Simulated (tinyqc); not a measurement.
What each parameter does: armchair graphene nanoribbon in tight binding.

An armchair ribbon of N dimer lines, width (N - 1) sqrt3 acc/2, period 3 acc, one pz orbital a site. In line n, A_n binds to B_n with -t exp(ik/3), times (1 + d) in the two edge lines, and to B_(n-1) and B_(n+1) with -t exp(-ik/6); k runs from -pi to pi. For d = 0 the modes across the ribbon are sin(n p pi/(N + 1)), p = 1 to N, with E = -/+ t sqrt(1 + 4 c^2 + 4 c cos(k/2)), c = cos(p pi/(N + 1)).

Inputs chosen for the exercise (near those used for graphene; shifted at random, so the results belong to these values and not to a real crystal): t = 2.66 eV (hopping); N = 6 (dimer lines); d = 0 (relative strengthening of the edge bonds); k = 0.16 (k times the period 3 acc).

Gap at k = 0, lowest positive level at k, and highest level at k = 0.

Results for these values:
```
case  gap (eV)  lowest level at k (eV)  top of the band (eV)
base    1.3139                  0.6986                7.4532
```

What happens to each result for t = 2.793 eV, all else kept?

Answer: gap rises from 1.3139 to 1.3796; lowest level at k rises from 0.6986 to 0.7335; top of the band rises from 7.4532 to 7.8258.

The same for each parameter in turn:
```
case          gap (eV)  lowest level at k (eV)  top of the band (eV)
base            1.3139                  0.6986                7.4532
t = 2.793 eV    1.3796                  0.7335                7.8258
N = 7           1.2482                  0.6513                7.5750
d = 0.05        1.2227                  0.6566                7.4678
k = 0.128       1.3139                  0.6839                7.4532
```

Run: tinyqc, `OMP_NUM_THREADS=1 python tinyqc.py 1452506 1452507 out.jsonl`; Intel(R) Xeon(R) Processor @ 2.30GHz, one thread, shared host; about 0.04 s of CPU time with all checks.
